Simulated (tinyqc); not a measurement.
Planar ballistic transistor, top-of-the-barrier model: two steps of the calculation.

At the top of the source barrier, states moving towards the drain are filled by the source (Fermi level 0) and states moving back by the drain (Fermi level -q Vd); nothing scatters. U is the shift of the band edge there, set by the capacitances CG, CD and CS (the total) and by the charge. Parabolic two-dimensional band; the source is grounded.

Values chosen for this exercise; mass and valleys close to those of silicon (two valleys): temperature T = 300 K; effective mass m = 0.192 m0; valley degeneracy gv = 2; relative permittivity of the gate insulator eox = 22; insulator thickness tox = 1.3 nm; gate control CG/CS aG = 0.95; drain control CD/CS aD = 0.022; band edge at the barrier top above the source Fermi level at zero bias E0 = 0.37 eV; gate voltage Vg = 0.8 V; drain voltage Vd = 0.2 V.

Constants: q = 1.602176634e-19 C, kB = 1.380649e-23 J/K, hbar = 1.054571817e-34 J s, m0 = 9.1093837015e-31 kg, Vt = kB T/q, eps0 = 8.8541878128e-14 F/cm where lengths are in cm. Results are converted to the units shown.

Question 1. Density of states, capacitances and charge at zero bias. N0 = gv m kB T/(pi hbar^2), CG = eps0 eox/tox, vT = sqrt(2 kB T/(pi m)), CS = CG/aG, n0 = n at U = 0 and Vd = 0. eta1 = -(E0 + U)/Vt, eta2 = eta1 - Vd/Vt, n = (N0/2)[F_0(eta1) + F_0(eta2)], F_0(x) = ln(1 + exp x). UL = -(aG Vg + aD Vd).

Find: N0; CG; CS; n0; UL.

Answer 1.

N0 = 4.147e12 cm^-2
CG = 14.98 uF/cm^2
CS = 15.77 uF/cm^2
n0 = 2.523e6 cm^-2
UL = -0.7644 eV

Question 2. Self-consistent potential at the barrier top. U(out) = UL + q (n - n0)/CS. Newton step: U(new) = U + (U(out) - U)/(1 + CQ/CS), CQ = (q/Vt) dn/d(eta1) with both F' summed; F_0'(x) = 1/(1 + exp(-x)).

U at the start (U = UL) = -0.7644 eV
N0 = 4.1468905e12 cm^-2
CS = 15.772642 uF/cm^2
n0 = 2.5234575e6 cm^-2
UL = -0.7644 eV

Find: eta1; eta2; n; U(out); CQ; U after iteration 1.

Answer 2.

eta1 = 15.256
eta2 = 7.5197
n = 4.7226e13 cm^-2
U(out) = -0.28469 eV
CQ = 25.693 uF/cm^2
U after iteration 1 = -0.58193 eV

Numbers from tinyqc (`OMP_NUM_THREADS=1 python tinyqc.py 2400130 2400131 out.jsonl`; about 0.01 s on one thread of a shared Intel Xeon 2.30GHz).
